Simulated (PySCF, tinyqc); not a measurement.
Worked calculation: RHF in the sto-3g basis, for H4, spin multiplicity 1. The lowest restricted solution is unstable here: a spin-polarised one lies 0.0640 hartree lower (PySCF). One step of it, computed by the program tinyqc.

Question. Iteration 1: building the Fock matrix. J_ij = sum D_kl (ij|kl), K_ij = sum D_kl (ik|jl); F = H + J - 0.5 K; E = tr D H + tr D J / 2 - 0.25 tr D K + E_nn.

D at the start:
```
           1H 1s      2H 1s      3H 1s      4H 1s
1H 1s   0.525323   0.718510  -0.102706  -0.200957
2H 1s   0.718510   1.048830   0.120267  -0.102706
3H 1s  -0.102706   0.120267   1.048830   0.718510
4H 1s  -0.200957  -0.102706   0.718510   0.525323
```

core Hamiltonian H = T + V (hartree):
```
           1H 1s      2H 1s      3H 1s      4H 1s
1H 1s  -1.102071  -0.460691  -0.014668  -0.000434
2H 1s  -0.460691  -1.259255  -0.200748  -0.014668
3H 1s  -0.014668  -0.200748  -1.259255  -0.460691
4H 1s  -0.000434  -0.014668  -0.460691  -1.102071
```

Two-electron integrals (ij|kl) in chemists' order, unique and non-zero (hartree):
```
(11|11) 0.774606   (21|11) 0.157516   (21|21) 0.047648   (22|11) 0.362816
(22|21) 0.157516   (22|22) 0.774606   (31|11) 0.002404   (31|21) 0.000912
(31|22) 0.003997   (31|31) 0.000026   (32|11) 0.027715   (32|21) 0.011366
(32|22) 0.057790   (32|31) 0.000409   (32|32) 0.007796   (33|11) 0.155502
(33|21) 0.057190   (33|22) 0.266027   (33|31) 0.002404   (33|32) 0.057790
(33|33) 0.774606   (41|11) 0.000041   (41|21) 0.000016   (41|22) 0.000079
(41|31) 5.77e-07   (41|32) 0.000011   (41|33) 0.000079   (41|41) 1.53e-08
(42|11) 0.001303   (42|21) 0.000498   (42|22) 0.002404   (42|31) 0.000019
(42|32) 0.000409   (42|33) 0.003997   (42|41) 5.77e-07   (42|42) 0.000026
(43|11) 0.037157   (43|21) 0.013048   (43|22) 0.057190   (43|31) 0.000498
(43|32) 0.011366   (43|33) 0.157516   (43|41) 0.000016   (43|42) 0.000912
(43|43) 0.047648   (44|11) 0.109697   (44|21) 0.037157   (44|22) 0.155502
(44|31) 0.001303   (44|32) 0.027715   (44|33) 0.362816   (44|41) 0.000041
(44|42) 0.002404   (44|43) 0.157516   (44|44) 0.774606
```

nuclear repulsion = 1.43249010 hartree

Give: Coulomb J; exchange K; Fock matrix F; total energy of this density.

Answer.

Coulomb J (hartree):
```
        1H 1s   2H 1s   3H 1s   4H 1s
1H 1s  1.2938  0.4171  0.0108  0.0003
2H 1s  0.4171  1.6848  0.1847  0.0108
3H 1s  0.0108  0.1847  1.6848  0.4171
4H 1s  0.0003  0.0108  0.4171  1.2938
```

exchange K (hartree):
```
         1H 1s   2H 1s   3H 1s    4H 1s
1H 1s   0.6830  0.5419  0.0188  -0.0251
2H 1s   0.5419  1.0835  0.1627   0.0188
3H 1s   0.0188  0.1627  1.0835   0.5419
4H 1s  -0.0251  0.0188  0.5419   0.6830
```

Fock matrix F (hartree):
```
         1H 1s    2H 1s    3H 1s    4H 1s
1H 1s  -0.1498  -0.3145  -0.0133   0.0124
2H 1s  -0.3145  -0.1162  -0.0974  -0.0133
3H 1s  -0.0133  -0.0974  -0.1162  -0.3145
4H 1s   0.0124  -0.0133  -0.3145  -0.1498
```

total energy of this density = -1.814223 hartree
